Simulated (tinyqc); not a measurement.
Width of the inclusion: polytypes by hexagonality, and a cubic inclusion as a quantum well.

Gap: E3 + (E2 - E3) h. Valence top Ev2 h and polarisation P2 h, both counted from 3C; Ec = Ev + gap.

A cubic inclusion of width L = N d in the host (h = 1) is a well of depth V = Ec(host) - Ec(3C). Square well with mass mismatch: k tan(k L/2) = (m_w/m_b) q, k = sqrt(m_w E/c), q = sqrt(m_b (V - E)/c), c = hbar^2/2m0, lowest root. The depth of the level, V - E, is its binding, and the transition to the valence top of the host is gap(host) - (V - E). The step in polarisation gives a field |F| = |P|/(eps eps0) in a thin inclusion, eps0 = 8.8541878e-12 F/m.

Constants: hbar^2/2m0 = 3.80998211 eV angstrom^2.

Parameters, chosen for this exercise (of the order of those of InAs; not measured data):
- E3 = 0.412 eV (gap of the cubic polytype)
- E2 = 0.461 eV (gap of 2H)
- Ev2 = 0.044 eV (valence top of 2H above that of 3C)
- P2 = 0.0018 C/m^2 (spontaneous polarisation of 2H)
- m = (0.024, 0.027) m0 (electron mass along c in the cubic layer and in the host)
- d = 3.51 angstrom (thickness of a double layer)
- eps = 15.3 (dielectric constant)

Without the field: square well. With it, the potential inside is |F| (z - L/2), the host conduction edge lies at V - |F| L/2 on one side and V + |F| L/2 on the other, and the lowest level E_F is found by finite differences (step 0.25 angstrom, wide box, good to about 1 meV). Holes sit in the host on the high side, so the transition is gap(host) - V + E_F - |F| L/2. A dash: bound by less than 2 meV or not at all.

Results:
```
N   L (angstrom)  depth (eV)  transition (eV)  depth below the low side, with field (eV)  transition with field (eV)
2           7.02       0.001            0.460                                          -                           -
4          14.04       0.003            0.458                                          -                           -
6          21.06       0.006            0.455                                          -                           -
10         35.10       0.015            0.446                                          -                           -
15         52.65       0.027            0.434                                      0.003                       0.388
20         70.20       0.037            0.424                                      0.005                       0.363
30        105.30       0.053            0.408                                      0.007                       0.314
```

The square well binds a level even at N = 2 (1 meV), as any symmetric one-dimensional well does; the depth grows to 53 of 93 meV, and the transition tends to E3 - Ev(host) = 0.368 eV. With the field the level is bound by 2 meV or more for N = 15, 20 and 30, and the transition is lowered by 46 meV at N = 15 and 94 meV at N = 30, where |F| L/2 = 70 meV. Free carriers or surface charge screen the field and the step between the two sides; with the field removed every row returns to its square-well depth, and the attraction to the hole, left out here, binds the electron further.

Computed by tinyqc, a small Python program: `OMP_NUM_THREADS=1 python tinyqc.py 1881243 1881244 out.jsonl` (the numbers bound the seed that draws the inputs); one thread of a shared host (Intel(R) Xeon(R) Processor @ 2.30GHz), about 0.1 s for the whole set of steps.
